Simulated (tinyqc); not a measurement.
Inside a calculation. Method: RKS/BLYP in the sto-3g basis, for H3-, spin multiplicity 1. The basis has no diffuse functions, so it cannot describe the extra electron: this is an exercise in the method, not the real anion. One step of it, computed by the program tinyqc.

Question. Orthogonalisation. S = U s U^T; symmetric (Loewdin) form X = U s^(-1/2) U^T, so that X^T S X = 1.

overlap S, lower triangle:
```
          1H 1s     2H 1s     3H 1s
1H 1s  1.000000
2H 1s  0.445640  1.000000
3H 1s  0.418821  0.107547  1.000000
```

Give: eigenvalues of S; X.

Answer.

eigenvalues of S: 0.4397  0.8927  1.6676

X, lower triangle:
```
         1H 1s   2H 1s   3H 1s
1H 1s   1.1733
2H 1s  -0.2677  1.0897
3H 1s  -0.2487  0.0250  1.0779
```
